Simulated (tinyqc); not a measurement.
# Gate sheet resistance from two finger widths

Inverse problem. At low frequency R = Rsh Wf/(3 L) + B/Wf, where B collects the channel and vertical terms. Find Rsh, B and the width of lowest R.

Inputs (values chosen for the exercise):
- L = 0.33 um (channel length)

input resistance of single fingers, contacted at one end, of width 1.2 and 5.7 um (ohm): 144.39394  118.43700

Answer. R Wf is a straight line in Wf^2; the minimum of R lies where both terms are equal.

Rsh = 16.0 ohm/square
B = 150 ohm um
width of lowest R = 3.05 um

Numbers from tinyqc (`OMP_NUM_THREADS=1 python tinyqc.py 2262024 2262025 out.jsonl`; about 0.01 s on one thread of a shared Intel Xeon 2.30GHz).
